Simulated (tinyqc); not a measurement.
Pillar capacitor in an array: capacitance, non-linearity, leakage and relaxation: two steps of the calculation.

A film between two metal electrodes, each interface adding a series capacitance ci. The small-signal permittivity is ek (1 + aq E^2); the field is found with the linear permittivity. Leakage J = J0 sinh(E/Ef). After a voltage step the film passes a relaxation current kr C V tt^(-nr), tt being the time in seconds. The sidewall is a coaxial capacitor with radii a = dm/2 and b = dm/2 + t, depth AR dm; the end face is left out.

Parameters, values chosen for the exercise; permittivity of the order of that of zirconium oxide: relative permittivity of the film ek = 36.5; film thickness t = 13 nm; capacitance of each electrode interface (dead layer and screening) ci = 79 uF/cm^2; quadratic field coefficient of the permittivity aq = 0.0081 cm^2/MV^2; bias V = 0.8 V; leakage prefactor J0 = 2e-11 A/cm^2; field for an e-fold rise of the leakage Ef = 0.2 MV/cm; diameter of the pillar dm = 46 nm; aspect ratio, depth over diameter AR = 10; pitch of the square array pt = 130 nm; resistivity of the inner electrode rho = 110 uohm cm.

Constants: eps0 = 8.8541878128e-14 F/cm where lengths are in cm. Results are converted to the units shown.

Question 1. Planar capacitance, field and non-linearity. Planar film: Cf = eps0 ek/t, 1/C = 1/Cf + 2/ci, EOT = 3.9 eps0/C, effective permittivity C t/eps0, E = (V/t) C/Cf; quadratic coefficient [C(V)/C - 1]/V^2 with Cf (1 + aq E^2) in C(V).

Find: Cf; C; EOT; effective permittivity; E; quadratic coefficient; J.

Answer 1.

Cf = 2.486 uF/cm^2
C = 2.339 uF/cm^2
EOT = 1.476 nm
effective permittivity = 34.34
E = 0.5789 MV/cm
quadratic coefficient = 3990 ppm/V^2
J = 1.802e-10 A/cm^2

The interfaces take 5.92 % of the voltage.

Question 2. Cell capacitance, fields and time constant. Per length 1/c = ln(b/a)/(2 pi eps0 ek) + (1/a + 1/b)/(2 pi ci); cell capacitance c AR dm; per footprint over pt^2; fields c V/(2 pi eps0 ek r) at r = a and b; resistance of the inner electrode rho AR dm/(pi a^2); time constant R C/3 of the distributed line.

Wanted: a; b; cell capacitance; capacitance per footprint; field at a; field at b; R; R C/3.

Answer 2.

a = 23.000 nm
b = 36.000 nm
cell capacitance = 1.9575 fF
capacitance per footprint = 11.583 uF/cm^2
field at a = 0.72893 MV/cm
field at b = 0.46570 MV/cm
R = 0.30447 kohm
R C/3 = 0.19867 ps

The array gives 4.95 times the planar capacitance per footprint; curvature makes the field at the inner electrode 1.26 times the planar value.

Computed by the program tinyqc: `OMP_NUM_THREADS=1 python tinyqc.py 2102081 2102082 out.jsonl`, one thread of a shared Intel Xeon 2.30GHz, about 0.01 s for the whole run.
